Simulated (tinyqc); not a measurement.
## Gap voltage and exponent from three temperatures

Question. At constant current VBE(T) = Vg0 - a T - eta (kB T/q) ln T, where a is a constant. Find Vg0, eta and dVBE/dT at the middle temperature.

Constants: q = 1.602176634e-19 C, kB = 1.380649e-23 J/K. Results are converted to the units shown.

T (K): [253, 300, 390]
VBE at a constant current (V): [0.8623633649, 0.7851038555, 0.6315374827]

Answer. The relation is linear in Vg0, a and eta, so three points give a linear system; the slope is (VBE - Vg0 - eta kB T/q)/T. eta rests on the curvature of VBE(T) alone, so real fits need accuracy of some tens of microvolts or better.

Vg0 = 1.20 V
eta = 3.30
dVBE/dT = -1.67 mV/K

Computed by the program tinyqc: `OMP_NUM_THREADS=1 python tinyqc.py 2062045 2062046 out.jsonl`, one thread of a shared Intel Xeon 2.30GHz, about 0.03 s for the whole run.
